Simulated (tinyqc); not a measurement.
What each parameter does: quasiparticle equation with a plasmon-pole self-energy for two band edges.

For each edge E = e + X + Sc(E), with the correlation part Sc(E) = A[0]/(E - a + w) + A[1]/(E - b - w); a and b are the valence and conduction energies that enter the Green function (a = ev, b = ec in the one-shot scheme). Z = 1/(1 - dSc/dE), dSc/dE = -A[0]/(E - a + w)^2 - A[1]/(E - b - w)^2.

Parameters, chosen for this exercise (scales of the order of those of AlN; not measured data): ev = 0 eV (mean-field valence top); ec = 4.15 eV (mean-field conduction edge); w = 18.4 eV (pole energy); Av = (48.4, 23.9) eV^2 (weights of the valence state on the hole and electron poles); Ac = (21.9, 39.3) eV^2 (the same for the conduction state); Xv = -3.18 eV (exchange minus the mean-field potential, valence); Xc = 2.07 eV (the same, conduction).

Exact one-shot edges and Z of the valence state there. Each row changes one parameter from the base and keeps the others.

Results:

| case | Ev (eV) | Ec (eV) | gap (eV) | Z |
|---|---|---|---|---|
| base | -1.3428 | 4.9285 | 6.2713 | 0.8277 |
| w = 19.32 eV | -1.4337 | 4.9937 | 6.4274 | 0.8405 |
| Xv = -3.28 eV | -1.4255 | 4.9285 | 6.3540 | 0.8267 |
| Xc = 2.17 eV | -1.3428 | 5.0142 | 6.3570 | 0.8277 |
| ec = 4.25 eV | -1.3393 | 5.0251 | 6.3644 | 0.8279 |
| Av = (50.82, 23.9) eV^2 | -1.2261 | 4.9285 | 6.1546 | 0.8233 |
| Ac = (21.9, 41.26) eV^2 | -1.3428 | 4.8337 | 6.1765 | 0.8277 |

The largest shifts from the base row, up to three for each result and ties (the steps differ in size, so this ranks the rows, not the parameters). Ev (eV): Av +0.1167, w -0.0909, Xv -0.0827; unchanged at the printed digits by Xc and Ac. Ec (eV): ec +0.0966, Ac -0.0949, Xc +0.0857; unchanged at the printed digits by Xv and Av. gap (eV): w +0.1561, Av -0.1167, Ac -0.0949. Z: w +0.0128, Av -0.0043, Xv -0.0009; unchanged at the printed digits by Xc and Ac.

tinyqc: `OMP_NUM_THREADS=1 python tinyqc.py 1851109 1851110 out.jsonl`; about 0.02 s, one thread, shared Intel(R) Xeon(R) Processor @ 2.30GHz.
